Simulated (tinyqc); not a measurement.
Worked calculation: Pariser-Parr-Pople SCF with singles CI, for the molecule C=Cc1cccc[cH+]c1 (SMILES; centres numbered as the heavy atoms are written). One step of it, computed by the program tinyqc.

Task: Iteration 3: orbitals and new P. Diagonalise F (the basis is taken as orthonormal) and form P = 2 sum c c over the lowest orbitals.

F (eV):
```
           1C         2C         3C         4C         5C         6C         7C         8C
1C  -8.743383  -4.785229  -0.294015   0.299561   0.131115  -0.135919  -0.147471   0.151312
2C  -4.785229  -9.223378  -3.501810   0.083578   0.128877  -0.055506  -0.065125   0.116460
3C  -0.294015  -3.501810  -9.791520  -3.930272  -0.267979   0.326583   0.330388  -0.262629
4C   0.299561   0.083578  -3.930272  -9.709167  -4.194008  -0.266333   0.401126   0.332530
5C   0.131115   0.128877  -0.267979  -4.194008  -9.669099  -4.040697  -0.267761   0.343662
6C  -0.135919  -0.055506   0.326583  -0.266333  -4.040697  -9.660537  -4.163362  -0.274494
7C  -0.147471  -0.065125   0.330388   0.401126  -0.267761  -4.163362  -9.671791  -4.043458
8C   0.151312   0.116460  -0.262629   0.332530   0.343662  -0.274494  -4.043458  -9.696839
9C   0.395447   0.093437  -3.938331  -0.326711   0.324335   0.400885  -0.251745  -4.188898

           9C
1C   0.395447
2C   0.093437
3C  -3.938331
4C  -0.326711
5C   0.324335
6C   0.400885
7C  -0.251745
8C  -4.188898
9C  -9.796072
```

pi electrons, sum of z_r less the charge = 8

Give: orbital energies; P after iteration 3.

Result:

orbital energies (eV): [-17.975, -16.057, -15.348, -13.628, -7.040, -6.820, -4.233, -2.787, -2.073]

P after iteration 3:
```
        1C      2C      3C      4C      5C      6C      7C      8C
1C   0.846   0.897   0.154  -0.204  -0.113   0.127   0.132  -0.113
2C   0.897   1.025   0.414  -0.044  -0.090   0.045   0.053  -0.081
3C   0.154   0.414   0.877   0.576   0.143  -0.202  -0.204   0.140
4C  -0.204  -0.044   0.576   0.879   0.676   0.141  -0.248  -0.205
5C  -0.113  -0.090   0.143   0.676   0.870   0.616   0.142  -0.212
6C   0.127   0.045  -0.202   0.141   0.616   0.869   0.665   0.146
7C   0.132   0.053  -0.204  -0.248   0.142   0.665   0.875   0.617
8C  -0.113  -0.081   0.140  -0.205  -0.212   0.146   0.617   0.867
9C  -0.219  -0.049   0.579   0.173  -0.200  -0.247   0.132   0.674

        9C
1C  -0.219
2C  -0.049
3C   0.579
4C   0.173
5C  -0.200
6C  -0.247
7C   0.132
8C   0.674
9C   0.892
```
